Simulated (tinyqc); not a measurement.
Lorentz oscillators and the Kramers-Kronig relations, step by step. Values are carried at full precision from step to step, so a last printed digit may differ when a step is redone from the rounded ones.

eps(E) = 1 + sum_j S_j/(E0_j^2 - E^2 - i G_j E).

Constants: hbar c = 1973.269805 eV angstrom; hbar^2/2m0 = 3.80998211 eV angstrom^2; e^2/(4 pi eps0) = 14.39964547 eV angstrom.

Parameters, chosen for this exercise:
```
symbol  value         unit  meaning
E0      (2.21, 4.23)  eV    resonances
G       (0.45, 0.78)  eV    widths
S       (23.9, 82.7)  eV^2  strengths
E       1.99          eV    photon energy
h       0.25          eV    grid step
M       40                  grid points E_j = j h
i       5                   grid index at which eps1 is wanted
```

## Dielectric function at one energy

Evaluate each oscillator and the sum.

terms: 13.3380+12.9266i  5.8629+0.6532i

eps(E) = 20.2008+13.5797i
eps(0) = 10.5154

## Optical constants

n + i k = sqrt(eps1 + i eps2) with k >= 0; R = ((n - 1)^2 + k^2)/((n + 1)^2 + k^2) at normal incidence from vacuum; alpha = 2 E k/(hbar c), times 1e8 for 1/cm; loss function Im(-1/eps) = eps2/(eps1^2 + eps2^2).

Convert eps at the photon energy E into the optical constants.

n = 4.7192
k = 1.4388
R = 0.4572
alpha = 2.90e+05 1/cm
loss function = 0.0229
vacuum wavelength hc/E (hc = 1239.841984 eV nm) = 623.0 nm

The intensity falls to 1/e within 34.5 nm.

## Absorptive part on the grid

Tabulate eps2 at E_j = j h.

eps2(E_j), j = 1 .. M: 0.1663  0.3534  0.5902  0.9290  1.4858  2.5750  5.2879  14.1745  23.7596  9.7439  4.9911  4.0081  4.5013  6.4090  10.8773  19.7141  25.1398  16.4398  8.7844  5.0388  3.1798  2.1646  1.5595  1.1727  0.9115  0.7272  0.5925  0.4912  0.4131  0.3518  0.3027  0.2629  0.2302  0.2029  0.1800  0.1607  0.1441  0.1298  0.1175  0.1067

## eps1 at one grid point

Kramers-Kronig: eps1(E) = 1 + (2/pi) P integral_0^infinity E1 eps2(E1)/(E1^2 - E^2) dE1. Maclaurin rule on the grid E_j = j h, j = 1 .. M: eps1(E_i) = 1 + (4 h/pi) sum over j with j - i odd of E_j eps2(E_j)/(E_j^2 - E_i^2); nothing is added above E_M.

List the terms E_j eps2_j/(E_j^2 - E_i^2) for j - i odd, add them and form eps1.

terms in order of j (1/eV): -0.1346  -1.6516  5.6182  11.6304  5.1967  1.6167  2.0988  5.4619  3.9588  1.0749  0.4150  0.2043  0.1162  0.0725  0.0482  0.0337  0.0244  0.0182  0.0139  0.0108

sum = 35.828 1/eV
eps1(E_i) = 12.404

The oscillator formula gives 13.041 at E_i = 1.25 eV. The rule samples every 2h = 0.5 eV against a narrowest width of 0.45 eV and stops at 10 eV; coarse sampling and the missing tail make the difference.

## The f-sum on the grid

W(E_M) = (2/pi) h sum_j E_j eps2_j, with half weight on the last point; the full integral equals sum S_j = (hbar omega_p)^2, and the electron density follows from (hbar omega_p)^2 = 8 pi c (e^2/(4 pi eps0)) N with c = hbar^2/2m0.

W(E_M) = 101.28 eV^2
sum S = 106.60 eV^2
share reached on this grid (a step near the line widths can inflate it) = 0.950
hbar omega_p = 10.325 eV
N = 7.73e+22 1/cm^3

## Checks

- The value of eps1 at 2.025 eV from a fine, long grid (with the tail of eps2 ~ 1/E^3 added) against the oscillator formula: both 19.9.

tinyqc: `OMP_NUM_THREADS=1 python tinyqc.py 1680855 1680856 out.jsonl`; about 0.2 s, one thread, shared Intel(R) Xeon(R) Processor @ 2.30GHz.
